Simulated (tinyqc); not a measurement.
# Ellipsometry and reflectance of a transparent film on an absorbing substrate: what changes with what

Air (index 1), film, substrate with N2 = n2 - i k2; time factor exp(+i w t). q_j = sqrt(N_j^2 - sin^2 th), root with positive real part. Fresnel coefficients r_s = (q_a - q_b)/(q_a + q_b), r_p = (N_b^2 q_a - N_a^2 q_b)/(N_b^2 q_a + N_a^2 q_b). tan(Psi) exp(i Delta) = R_p/R_s, Delta taken from 0 to 360 degrees.

Parameters, values chosen for the exercise; indices close to those of titanium dioxide on silicon: wavelength lam = 546.1 nm; angle of incidence th = 75 degrees; index of the transparent film n1 = 2.397; film thickness d = 140 nm; index of the substrate n2 = 4.086; extinction coefficient of the substrate k2 = 0.031.

Each table varies one quantity; the others keep the values above.

## Psi and Delta against the film thickness

beta = 2 pi d q1/lam, X = exp(-2 i beta), R = (r01 + r12 X)/(1 + r01 r12 X) for p and s. The last column is the derivative of Delta.

Psi and Delta against the film thickness:
```
d (nm)	Psi (degrees)	Delta (degrees)	|R_p|^2	|R_s|^2	dDelta/dd (degrees/nm)
0	2.7714	175.25	0.0018048	0.77019	-16.424
13	9.8009	87.600	0.022506	0.75420	-2.4933
27	18.157	61.060	0.074889	0.69627	-1.5820
40	24.717	41.444	0.12551	0.59237	-1.5109
53	30.349	19.385	0.15819	0.46145	-1.9747
67	31.499	348.72	0.16288	0.43378	-2.1642
80	26.550	324.57	0.13778	0.55182	-1.5910
93	20.226	304.94	0.090973	0.67012	-1.5148
107	12.267	281.10	0.035108	0.74267	-2.0392
120	4.1024	233.59	0.0039539	0.76862	-8.2086
```

What does the comparison show?

Psi goes from 2.77 through a maximum of 31.5 (at d = 67 nm among the rows listed) to 4.10 degrees. The period is 124.5 nm, after which Psi and Delta return to the values of the bare substrate, so one angle and wavelength fix d only up to a multiple of it. The size of the slope of Delta runs from 1.51 to 16.4 degrees/nm among the rows; Delta is counted modulo 360 degrees, and sharper features can lie between the rows.

## Effect of the index of the transparent film

Same model as above.

dDelta/dd is the derivative of Delta; period lam/(2 q1).

Effect of the index of the transparent film:
```
n1	Psi (degrees)	Delta (degrees)	|R_p|^2	|R_s|^2	dDelta/dd (degrees/nm)	period (nm)
1.25	50.15	97.15	0.3582	0.2494	1.100	344.2
1.45	63.54	293.0	0.3803	0.09416	-0.06661	252.5
1.65	35.97	305.7	0.2739	0.5199	-0.3710	204.1
1.85	22.57	293.5	0.1214	0.7024	-0.9654	173.1
2.05	8.695	263.9	0.01783	0.7621	-2.689	151.0
2.25	5.245	114.0	0.006467	0.7674	-5.599	134.4
2.45	13.16	74.69	0.04019	0.7354	-1.960	121.3
2.65	17.43	51.78	0.06634	0.6729	-1.844	110.7
```

Psi moves up and down between 5.24 and 63.5 degrees and |R_p|^2 moves up and down between 0.00647 and 0.380. The slope of Delta is largest in size, 5.60 degrees/nm, at n1 = 2.25 among the rows.

Numbers from tinyqc (`OMP_NUM_THREADS=1 python tinyqc.py 2870201 2870202 out.jsonl`; about 0.4 s on one thread of a shared Intel Xeon 2.30GHz).
